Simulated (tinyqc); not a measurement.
# Probe couplings from its potential

Problem. One voltage probe p sits between leads L (mu = 1) and R (mu = 0) without magnetic field: mu_p = T_pL/(T_pL + T_pR), T_eff = T_RL + T_pL T_pR/(T_pL + T_pR). Find T_pL and T_pR.

T_RL = 0.08
mu_p = 0.51111111
T_eff = 0.19244444

Answer. T_eff - T_RL equals T_pL (1 - mu_p) and also T_pR mu_p.

T_pL = 0.2300
T_pR = 0.2200

Program tinyqc, `OMP_NUM_THREADS=1 python tinyqc.py 2700112 2700113 out.jsonl`; Intel Xeon 2.30GHz, shared host, one thread, about 0.01 s.
